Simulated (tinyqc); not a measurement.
Inside a calculation. Method: coupled-perturbed Hartree-Fock on RHF in the cc-pvdz basis, for He, spin multiplicity 1. Computed by tinyqc, a small Python program that keeps every step (integrals from PySCF). Settings: charge = 0, multiplicity = 1, basis = cc-pvdz, method = RHF, energy threshold = 1e-10, iteration cap = 75, orthogonalisation = symmetric, start = Wolfsberg-Helmholz matrix, DIIS depth = 6. Command: `OMP_NUM_THREADS=1 python tinyqc.py 22829 22830 out.jsonl` (the two numbers bound the seeds that draw the settings). One thread of a shared host (Intel(R) Xeon(R) Processor @ 2.60GHz), about 0.09 s of CPU time with the checks. The early iterations of the SCF are left out here.

## One-electron integrals

Geometry (angstrom):
```
atom         x         y         z
He    0.000000  0.000000  0.000000
```

Basis cc-pvdz: exponents (1/bohr^2) and contraction coefficients of normalised primitives:
```
element  l (shell)   exponent  coefficient
He           s (1)  38.360000     0.040176
He           s (1)   5.770000     0.261368
He           s (1)   1.240000     0.793071
He           s (2)   0.297600     1.000000
He           p (3)   1.275000     1.000000
```

Overlap, kinetic and nuclear-attraction integrals over the contracted functions; the nuclear repulsion is the sum of Za Zb / Rab.

nuclear repulsion = 0 hartree

overlap S, lower triangle:
```
           1He 1s    1He 2s   1He 2px   1He 2py   1He 2pz
1He 1s   1.000000
1He 2s   0.634168  1.000000
1He 2px  0.000000  0.000000  1.000000
1He 2py  0.000000  0.000000  0.000000  1.000000
1He 2pz  0.000000  0.000000  0.000000  0.000000  1.000000
```

kinetic energy T (hartree), lower triangle:
```
           1He 1s    1He 2s   1He 2px   1He 2py   1He 2pz
1He 1s   2.922435
1He 2s   0.466660  0.446400
1He 2px  0.000000  0.000000  3.187500
1He 2py  0.000000  0.000000  0.000000  3.187500
1He 2pz  0.000000  0.000000  0.000000  0.000000  3.187500
```

nuclear attraction V (hartree), lower triangle:
```
            1He 1s     1He 2s    1He 2px    1He 2py    1He 2pz
1He 1s   -4.802688
1He 2s   -2.012449  -1.741071
1He 2px   0.000000   0.000000  -2.402503
1He 2py   0.000000   0.000000   0.000000  -2.402503
1He 2pz   0.000000   0.000000   0.000000   0.000000  -2.402503
```

core Hamiltonian H = T + V (hartree), lower triangle:
```
            1He 1s     1He 2s   1He 2px   1He 2py   1He 2pz
1He 1s   -1.880253
1He 2s   -1.545789  -1.294671
1He 2px   0.000000   0.000000  0.784997
1He 2py   0.000000   0.000000  0.000000  0.784997
1He 2pz   0.000000   0.000000  0.000000  0.000000  0.784997
```

## Two-electron integrals

Functions are numbered as in S; the eight-fold symmetry (ij|kl) = (ji|kl) = (kl|ij) leaves the list below.

Two-electron integrals (ij|kl) in chemists' order, unique and non-zero (hartree):
```
(11|11) 1.543036   (21|11) 0.784979   (21|21) 0.426774   (22|11) 0.803460
(22|21) 0.475908   (22|22) 0.615562   (31|31) 0.177307   (32|31) 0.142524
(32|32) 0.130008   (33|11) 1.099799   (33|21) 0.627782   (33|22) 0.734404
(33|33) 1.040531   (41|41) 0.177307   (42|41) 0.142524   (42|42) 0.130008
(43|43) 0.063706   (44|11) 1.099799   (44|21) 0.627782   (44|22) 0.734404
(44|33) 0.913119   (44|44) 1.040531   (51|51) 0.177307   (52|51) 0.142524
(52|52) 0.130008   (53|53) 0.063706   (54|54) 0.063706   (55|11) 1.099799
(55|21) 0.627782   (55|22) 0.734404   (55|33) 0.913119   (55|44) 0.913119
(55|55) 1.040531
```

## Orthogonalisation

S = U s U^T; symmetric (Loewdin) form X = U s^(-1/2) U^T, so that X^T S X = 1.

eigenvalues of S: 0.365832  1.000000  1.000000  1.000000  1.634168

X, lower triangle:
```
            1He 1s    1He 2s   1He 2px   1He 2py   1He 2pz
1He 1s    1.217794
1He 2s   -0.435533  1.217794
1He 2px   0.000000  0.000000  1.000000
1He 2py   0.000000  0.000000  0.000000  1.000000
1He 2pz   0.000000  0.000000  0.000000  0.000000  1.000000
```

## Starting guess

The start is the generalised Wolfsberg-Helmholz matrix (K = 1.75) built on H; D = 2 C_occ C_occ^T.

D at the start, lower triangle:
```
           1He 1s    1He 2s   1He 2px   1He 2py   1He 2pz
1He 1s   1.028068
1He 2s   0.541462  0.285177
1He 2px  0.000000  0.000000  0.000000
1He 2py  0.000000  0.000000  0.000000  0.000000
1He 2pz  0.000000  0.000000  0.000000  0.000000  0.000000
```

## Iteration 9 (converged): orbitals

converged F (hartree), lower triangle:
```
            1He 1s     1He 2s   1He 2px   1He 2py   1He 2pz
1He 1s   -0.550426
1He 2s   -0.999872  -0.428819
1He 2px   0.000000   0.000000  2.524372
1He 2py   0.000000   0.000000  0.000000  2.524372
1He 2pz   0.000000   0.000000  0.000000  0.000000  2.524372
```

Diagonalise F' = X^T F X, C = X C', fill 1 alpha and 1 beta electrons from the bottom; D = 2 C_occ C_occ^T. Each column has its largest component positive (the first on a tie).

F' = X^T F X (hartree), lower triangle:
```
           1         2         3         4         5
1   0.163007
2  -1.153116  0.320286
3   0.000000  0.000000  2.524372
4   0.000000  0.000000  0.000000  2.524372
5   0.000000  0.000000  0.000000  0.000000  2.524372
```

orbital energies (hartree): MO1 -0.914148, MO2 1.397442, MO3 2.524372, MO4 2.524372, MO5 2.524372

coefficients C:
```
              MO1        MO2       MO3       MO4       MO5
1He 1s   0.592616  -1.149573  0.000000  0.000000  0.000000
1He 2s   0.513027   1.187231  0.000000  0.000000  0.000000
1He 2px  0.000000   0.000000  1.000000  0.000000  0.000000
1He 2py  0.000000   0.000000  0.000000  1.000000  0.000000
1He 2pz  0.000000   0.000000  0.000000  0.000000  1.000000
```

D after iteration 9, lower triangle:
```
           1He 1s    1He 2s   1He 2px   1He 2py   1He 2pz
1He 1s   0.702388
1He 2s   0.608056  0.526393
1He 2px  0.000000  0.000000  0.000000
1He 2py  0.000000  0.000000  0.000000  0.000000
1He 2pz  0.000000  0.000000  0.000000  0.000000  0.000000
```

Within a degenerate level the vectors are fixed only up to a rotation; this is one choice.

## Convergence

Stop when the energy changes by less than 1e-10 hartree and every element of the error matrix X^T (F D S - S D F) X is below 3e-06.

Course of the cycle:
```
iteration  E (hartree)     change  largest element of the error matrix
1          -2.80262184          -                             4.66e-01
2          -2.85482838  -5.22e-02                             3.76e-02
3          -2.85516047  -3.32e-04                             1.56e-04
4          -2.85516048  -4.54e-09                             7.10e-05
5          -2.85516048  -6.87e-10                             4.59e-05
6          -2.85516048  -2.24e-10                             3.39e-05
7          -2.85516048  -1.00e-10                             2.69e-05
8          -2.85516048  -1.69e-10                             1.96e-08
9          -2.85516048   8.88e-16                             2.84e-11
```

PySCF RHF in the same basis = -2.85516048 hartree

Converged in 9 iterations.

## Populations

Mulliken: Z minus the diagonal of D S on the atom; Loewdin: the same with S^(1/2) D S^(1/2).

Charges (e):
```
atom  Mulliken  Loewdin
1He          0        0
```

## Integrals over molecular orbitals

(pq|rs) = sum C_ip C_jq C_kr C_ls (ij|kl), one index at a time.

one-electron integrals over orbitals h = C^T H C (hartree), lower triangle:
```
           1          2         3         4         5
1  -1.941013
2   0.316447  -0.090238
3   0.000000   0.000000  0.784997
4   0.000000   0.000000  0.000000  0.784997
5   0.000000   0.000000  0.000000  0.000000  0.784997
```

Two-electron integrals over orbitals (pq|rs), unique and non-zero (hartree):
```
(11|11) 1.026865    (21|11) -0.316447   (21|21) 0.227505    (22|11) 0.857592
(22|21) -0.255195   (22|22) 0.765495    (31|31) 0.183149    (32|31) -0.025386
(32|32) 0.028529    (33|11) 0.961262    (33|21) -0.230485   (33|22) 0.774953
(33|33) 1.040531    (41|41) 0.183149    (42|41) -0.025386   (42|42) 0.028529
(43|43) 0.063706    (44|11) 0.961262    (44|21) -0.230485   (44|22) 0.774953
(44|33) 0.913119    (44|44) 1.040531    (51|51) 0.183149    (52|51) -0.025386
(52|52) 0.028529    (53|53) 0.063706    (54|54) 0.063706    (55|11) 0.961262
(55|21) -0.230485   (55|22) 0.774953    (55|33) 0.913119    (55|44) 0.913119
(55|55) 1.040531
```

## Response to a field: uncoupled start

dipole integrals <a|y|i> (bohr):
```
          i1
a2  0.000000
a3  0.000000
a4  0.483314
a5  0.000000
```

Field along y; U_ai = -mu_ai / (e_a - e_i), alpha = -4 sum U_ai mu_ai.

uncoupled U:
```
           i1
a2   0.000000
a3   0.000000
a4  -0.140559
a5   0.000000
```

uncoupled polarisability = 0.271736 bohr^3

## Coupled step 1

U_ai = -(mu_ai + sum_bj [4 (ai|bj) - (ab|ij) - (aj|bi)] U_bj) / (e_a - e_i); alpha = -4 sum U_ai mu_ai.

U after step 1:
```
           i1
a2   0.000000
a3   0.000000
a4  -0.157393
a5   0.000000
```

polarisability = 0.304280 bohr^3

## Coupled step 2

As before.

U after step 2:
```
           i1
a2   0.000000
a3   0.000000
a4  -0.159409
a5   0.000000
```

polarisability = 0.308178 bohr^3

## Coupled polarisability

Repeat until U stops changing; compare with -d2E/dF2.

Course of the coupled iterations:
```
step  alpha (bohr^3)
0           0.271736
1           0.304280
2           0.308178
3           0.308645
4           0.308700
5           0.308707
6           0.308708
7           0.308708
8           0.308708
```

coupled polarisability = 0.308708 bohr^3

finite-field check, fields of +/-0.001 au = 0.308708 bohr^3
